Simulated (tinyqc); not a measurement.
## Deep-level transient spectroscopy: amplitude against reverse bias

Schottky contact on an n-type layer with shallow donors Nd (all ionised) and a donor-like deep trap, neutral when filled and positive when empty; depletion approximation. Traps within lam of the depletion edge stay filled. A long pulse to Vp fills the traps beyond x1 = Wp - lam; back at Vr those between x1 and x2 = Wr - lam emit. A rate window reads S = C(t2) - C(t1).

lam = sqrt(2 eps0 eps_r (EF - ET)/(q Nd)), EF - ET = Et - (kB T/q) ln(Nc(T)/Nd), Nc(T) = Nc (T/300 K)^1.5. In the steady state at the band bending V, 2 eps0 eps_r V/q = Nd W^2 + Nt (W - lam)^2 (the second term only if W > lam). W(t)^2 = Wr^2 + (Nt/Nd)(x2^2 - x1^2) exp(-en t), C = eps0 eps_r/W; for small Nt, dC/C = -(Nt/2 Nd) G exp(-en t) with G = (x2^2 - x1^2)/Wr^2. Listed at t = 0.

Parameters, values chosen for the exercise; material values those of a made-up semiconductor: relative permittivity eps_r = 15; conduction-band density of states at 300 K Nc = 2.77e19 cm^-3; shallow donor density Nd = 3.8e15 cm^-3; built-in voltage Vbi = 0.53 V; depth of the trap below the conduction edge Et = 0.23 eV; trap density Nt = 1.3e13 cm^-3; reverse bias during the filling pulse Vp = 0 V; temperature of the transient T = 165 K.

Constants: q = 1.602176634e-19 C, kB = 1.380649e-23 J/K, eps0 = 8.8541878128e-14 F/cm where lengths are in cm. Results are converted to the units shown.

Amplitude against reverse bias:
```
Vr (V)  Wr (nm)       G  dC(0)/C (%)  2 Nd |dC|/C (cm^-3)
0.5       669.9  0.2952     -0.05045             3.835e12
1.6       963.0  0.5166     -0.08825             6.707e12
2.6        1167  0.6034      -0.1031             7.833e12
3.7        1357  0.6601      -0.1127             8.567e12
4.8        1523  0.6980      -0.1192             9.057e12
5.9        1673  0.7255      -0.1239             9.414e12
6.9        1798  0.7450      -0.1272             9.666e12
8          1927  0.7623      -0.1301             9.890e12
```

G rises from 0.295 to 0.762, since lam = 225 nm and x1 weigh less in a wider layer. The simple estimate 2 Nd |dC|/C reaches 29.5 % of the true Nt in the first row and 76.1 % in the last.

Numbers from tinyqc (`OMP_NUM_THREADS=1 python tinyqc.py 2050006 2050007 out.jsonl`; about 0.01 s on one thread of a shared Intel Xeon 2.30GHz).
